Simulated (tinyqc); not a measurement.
Inside a calculation. Model: undoped gate-all-around wire MOSFET, analytic charge model.

Computed by the program tinyqc: `OMP_NUM_THREADS=1 python tinyqc.py 2460018 2460019 out.jsonl`, one thread of a shared Intel Xeon 2.30GHz, about 0.02 s for the whole run. Printed values are rounded.

An undoped round wire of radius R under an insulator shell and a surrounding gate; long channel, electrons only, n = ni exp((psi - V)/Vt) with V the quasi-Fermi potential (0 at the source, Vd at the drain), constant mobility, no quantisation. The radial Poisson equation gives n(r) = n(0)/(1 - (1 - b) r^2/R^2)^2 with b = Q0/(Q + Q0). Q is the electron charge per area of the wire surface.

Parameters, values chosen for the exercise; material values those of a made-up semiconductor: temperature T = 293 K; band gap Eg = 1.3 eV; relative permittivity of the semiconductor eps_r = 13.6; conduction-band density of states at T Nc = 2.47e19 cm^-3; valence-band density of states at T Nv = 2.94e19 cm^-3; relative permittivity of the gate insulator eox = 8.71; insulator thickness tox = 6.2 nm; wire radius R = 10 nm; gate work function less that of the intrinsic body dphi = -0.06 V; channel mobility mu = 110 cm^2/(V s); gate length L = 0.2 um; gate voltage Vg = 0.74 V; drain voltage Vd = 1 V.

Constants: q = 1.602176634e-19 C, kB = 1.380649e-23 J/K, Vt = kB T/q, eps0 = 8.8541878128e-14 F/cm where lengths are in cm. Results are converted to the units shown.

Range of the model: The surface density at the source passes 0.3 Nc, where Boltzmann statistics fail.

## Constants of the wire

ni = sqrt(Nc Nv) exp(-Eg/(2 Vt)), Eg in volts; Cox = eps0 eox/(R ln(1 + tox/R)); Q0 = 4 eps0 eps_r Vt/R; V0 = dphi + Vt ln[8 eps0 eps_r Vt/(q ni R^2)].

ni = 1.77880e8 cm^-3
Cox = 1.59859 uF/cm^2
Q0 = 121.615 nC/cm^2
V0 = 0.517374 V

## Iteration 1: charge at the source by Newton steps in y = ln(Q/Q0)

y at the start = 1

With V = 0 and Q = Q0 exp(y): f = Q/Cox + Vt y + Vt ln(1 + Q/Q0) - (Vg - V0); df/dy = Q/Cox + Vt (1 + Q/(Q + Q0)); y(new) = y - f/(df/dy).

Q = 330.585 nC/cm^2
f = 0.0425790 V
df/dy = 0.250505 V
y after iteration 1 = 0.830028

## Iteration 2: charge at the source by Newton steps in y = ln(Q/Q0)

As before.

Q = 278.910 nC/cm^2
f = 0.00289852 V
df/dy = 0.217304 V
y after iteration 2 = 0.816689

## Course of the iteration: charge at the source by Newton steps in y = ln(Q/Q0)

Stop when y changes by less than 1e-11, or after 60 iterations.

Course of the iteration:
```
iteration         y  |change|
1          0.830028     0.170
2          0.816689    0.0133
3          0.816615   7.41e-5
4          0.816615   2.27e-9
5          0.816615         0
```

Converged in 5 iterations. At the end the number of correct digits about doubles with each step.

## Drain current and line charge

Qs = 275.194 nC/cm^2
Qd = 5.17232e-12 nC/cm^2

Q solves Vg - V0 - V = Q/Cox + Vt ln(Q/Q0) + Vt ln(1 + Q/Q0). I = mu (2 pi R/L)[2 Vt (Qs - Qd) + (Qs^2 - Qd^2)/(2 Cox) + Vt Q0 ln((Qd + Q0)/(Qs + Q0))], with Qs at V = 0 and Qd at V = Vd. Electrons per length at the source: 2 pi R Qs/q; surface over centre density: (1 + Qs/Q0)^2.

first term = 0.480234 uA
second term = 0.818569 uA
third term = -0.125489 uA
I = 1.17331 uA
electrons per length = 1.07922 1/nm
surface over centre density = 10.6460

The square-law term makes up 69.8 % of the current.
